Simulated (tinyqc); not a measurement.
# AlGaN/GaN HEMT with access regions, lumped model: effect of the share of the drain-access electrons removed by traps

A polarisation-induced electron sheet under a Schottky gate, in series with two ungated access regions and contacts. Drift law v = mu E/(1 + mu E/vs) under the gate. Currents in mA/mm, resistances in ohm mm. No self-heating, no channel-length modulation; fits for polarisation, barrier and offset are chosen for the exercise.

sigma = (5e13 x + 1.6e13 x^2) cm^-2, phiB = 0.84 + 1.3 x, dEc = 0.7 (1.71 x + x^2) in volts, Cb = eps0 eps_r/d, VT = phiB - dEc - q sigma/Cb, access density n0 = -Cb VT/q. Access resistance R(L, n) = L/(q mu n sqrt(1 - (I/(q n vs))^2)); Rs = Rc + R(Ls, n0), Rd = Rc + R(Ld, (1 - ft) n0). Vg' = Vg - I Rs, Vd' = Vd - I (Rs + Rd); with u = Vg' - VT, Vc = vs Lg/mu and w the smaller of Vd' and Vc [sqrt(1 + 2 u/Vc) - 1] (0 if negative), the channel gives (mu Cb/Lg)(u w - w^2/2)/(1 + w/Vc). I equals that channel current. Isat is I at Vd = 10 V, gm = dIsat/dVg, Ron the limit of Vd/I at small Vd.

Inputs (values chosen for the exercise); values close to those of AlGaN/GaN structures: aluminium share of the barrier x = 0.21; barrier thickness d = 20 nm; relative permittivity of barrier and channel eps_r = 9.1; channel mobility mu = 1500 cm^2/(V s); saturation velocity vs = 1.2e7 cm/s; gate length Lg = 0.5 um; source access length Ls = 0.5 um; drain access length Ld = 4 um; resistance of each contact Rc = 0.16 ohm mm; gate voltage Vg = 0 V.

Constants: q = 1.602176634e-19 C, eps0 = 8.8541878128e-14 F/cm where lengths are in cm. Results are converted to the units shown.

The same in every row: VT (V) = -3.626; n0 (cm^-2) = 9.117e12.

Result of one run:

| ft | Ron (ohm mm) | Isat (mA/mm) | gm (mS/mm) |
|---|---|---|---|
| 0.2 | 3.059 | 949.0 | 305.6 |

What becomes of these results when the share of the drain-access electrons removed by traps ft is changed from 0.2 to 0.6, all else the same?

Result of the changed run:

| ft | Ron (ohm mm) | Isat (mA/mm) | gm (mS/mm) |
|---|---|---|---|
| 0.6 | 5.341 | 663.2 | 1.314 |

The whole series:

| ft | Ron (ohm mm) | Isat (mA/mm) | gm (mS/mm) |
|---|---|---|---|
| 0 | 2.602 | 949.0 | 305.6 |
| 0.1 | 2.805 | 949.0 | 305.6 |
| 0.2 | 3.059 | 949.0 | 305.6 |
| 0.3 | 3.385 | 949.0 | 305.6 |
| 0.4 | 3.819 | 949.0 | 305.6 |
| 0.5 | 4.428 | 825.8 | 4.966 |
| 0.6 | 5.341 | 663.2 | 1.314 |
| 0.7 | 6.862 | 498.6 | 0.4234 |

As ft goes from 0 to 0.7, Ron rises from 2.60 to 6.86 ohm mm, Isat falls from 949 to 499 mA/mm and gm falls from 306 to 0.423 mS/mm. The ceiling Cb vs is 483 mS/mm. For ft = 0 to 0.6 the power passes 5 W/mm, where self-heating, left out here, lowers the current. For ft = 0.5 to 0.7 the gated channel is not yet saturated at 10 V, because the access regions take the voltage, and gm drops.

Computed by the program tinyqc: `OMP_NUM_THREADS=1 python tinyqc.py 2570083 2570084 out.jsonl`, one thread of a shared Intel Xeon 2.30GHz, about 0.02 s for the whole run.
